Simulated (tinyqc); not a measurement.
From I_sub/I_D back to junction depth x_j: lateral field, substrate current, probability of reaching the oxide barrier and hot-carrier lifetime of a silicon transistor (pseudo-two-dimensional and lucky-electron models). Computed by tinyqc, a small Python program. Command: `OMP_NUM_THREADS=1 python tinyqc.py 3021005 3021006 out.jsonl hotcar inv`. One thread of a shared host (Intel(R) Xeon(R) Processor @ 2.30GHz), about 0.01 s of CPU time with the checks.

Local-field models: a lucky carrier gains its energy at the peak field over a path free of collisions. Voltages are magnitudes.

Inputs (values chosen for the exercise, modelled on a silicon n-channel):

| quantity | value | unit |
|---|---|---|
| channel length L | 420 | nm |
| oxide thickness t | 8.1 | nm |
| mobility mu | 350 | cm^2/(V s) |
| saturation velocity v_s | 0.9 | 1e7 cm/s |
| threshold voltage V_T | 0.61 | V |
| gate voltage V_G | 1.3 | V |
| drain voltage V_D | 2.7 | V |
| ionisation prefactor A_i | 1.8e+06 | 1/cm |
| ionisation field B_i | 1.63 | MV/cm |
| hot-carrier mean free path lambda | 8.5 | nm |
| oxide barrier phi_b | 3.1 | eV |
| interface-trap threshold phi_it | 3.8 | eV |
| lifetime constant H | 90 | s microampere/micrometre |

Drain: abrupt.

Constants: eps_0 = 8.8541878128e-12 F/m.

Method:
- C_ox = 3.9 eps_0/t; F_sat = 2 v_s/mu; V_Dsat = V_ov F_sat L/(V_ov + F_sat L), V_ov = V_G - V_T; I_D/W = C_ox v_s (V_ov - V_Dsat).
- Scale length l = 0.22 t^(1/3) x_j^(1/2) (all in cm); F_m = sqrt(((V_D - V_Dsat)/l_e)^2 + F_sat^2), with l_e = l; length of the velocity-saturated region l_e ln((V_D - V_Dsat)/(l_e F_sat) + F_m/F_sat).
- Substrate current I_sub/I_D = (A_i/B_i)(V_D - V_Dsat) exp(-B_i/F_m); probability of reaching the oxide barrier exp(-phi_b/(e lambda F_m)); lifetime tau = (H/(I_D/W)) exp(phi_it/(e lambda F_m)).

Question. A run gave the result below. Find the junction depth x_j, known to lie between 78 and 150 nm.

I_sub/I_D = 0.0281072

Answer.

Each step takes the trial c = (a f_b - b f_a)/(f_b - f_a), f being the result less the target and a, b, c the logarithms of the listed values; c replaces end b, the old b replaces a if the sign of f changed, and otherwise f_a is halved.

Scan of the range:

| junction depth x_j (nm) | I_sub/I_D |
|---|---|
| 78 | 0.0343077 |
| 87 | 0.0271544 |
| 97 | 0.0212491 |
| 108 | 0.0164723 |
| 121 | 0.0124052 |
| 135 | 0.0093057 |
| 150 | 0.0069598 |

False position (Illinois rule, in the logarithm of the input) inside the bracket:

| step | end a | end b | trial | I_sub/I_D |
|---|---|---|---|---|
| 1 | 78.0000 | 87.0000 | 85.7438 | 0.0280330 |
| 2 | 78.0000 | 85.7438 | 85.5544 | 0.0281686 |
| 3 | 85.7438 | 85.5544 | 85.6401 | 0.0281071 |
| 4 | 85.5544 | 85.6401 | 85.6400 | 0.0281072 |
| 5 | 85.5544 | 85.6400 | 85.6400 | 0.0281072 |
| 6 | 85.6400 | 85.6400 | 85.6400 | 0.0281072 |

I_sub/I_D falls at every point of a 13-point scan of the range (every second point is shown), so one value fits; it is bracketed by 78.0 and 87.0. Answer: junction depth x_j = 85.64 nm.
